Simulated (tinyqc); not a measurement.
Koster-Slater impurity in a tight-binding band, by Green functions and by supercells: one step, computed by the program tinyqc. Command: `OMP_NUM_THREADS=1 python tinyqc.py 3018313 3018314 out.jsonl kosterslater walk`. One thread of a shared host (Intel(R) Xeon(R) Processor @ 2.30GHz), about 0.02 s of CPU time with the checks.

One orbital per site, e(k) = -2 t sum cos(k_i) over 1 direction(s), band from -2 t to 2 t, lattice constant 1. One site has the extra energy U. Spin is left out.

Problem. Scattering. T = U/(1 - U G0); phase shift delta = -arg(1 - U G0) in (-pi, pi]; host density of states -Im G0/pi; on the impurity -Im[G0/(1 - U G0)]/pi; lifetime of a band state hbar/(-2 c Im T).

Inputs (values chosen for the exercise, for a model band): impurity potential U = -0.617 eV; impurity concentration c = 0.005 per site.

Lattice: chain.

G0(E + i eta) = -0.267642-1.341209i 1/eV

Constants: hbar = 6.582119569e-16 eV s.

Give: T matrix; phase shift delta; host density of states; density of states on the impurity; scattering lifetime.

Solution.

T matrix = -0.3728-0.3695i eV

phase shift delta = 0.7810 rad

host density of states = 0.4269 1/eV

density of states on the impurity = 0.3090 1/eV

scattering lifetime = 178.1 fs

The Born approximation would take Im T = U^2 Im G0 = -0.511 eV, 1.38 times the full value.
